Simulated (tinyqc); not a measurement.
Inside a calculation. Method: power iteration on a symmetric matrix. One step of it, computed by the program tinyqc.

Task: Step 1. w = (A - shift) v; v' = w/|w| with its largest component positive (the first on a tie); lambda = v'^T A v'.

A, lower triangle:
```
           1         2         3
1   0.214000
2  -0.019000  2.175000
3  -0.361000  0.141000  3.082000
```

vector v at the start: 0.577350  0.577350  0.577350

shift = 0.610000

Give: vector after step 1; Rayleigh quotient after step 1.

Result:

vector after step 1: -0.2659  0.5780  0.7715

Rayleigh quotient after step 1 = 2.8560
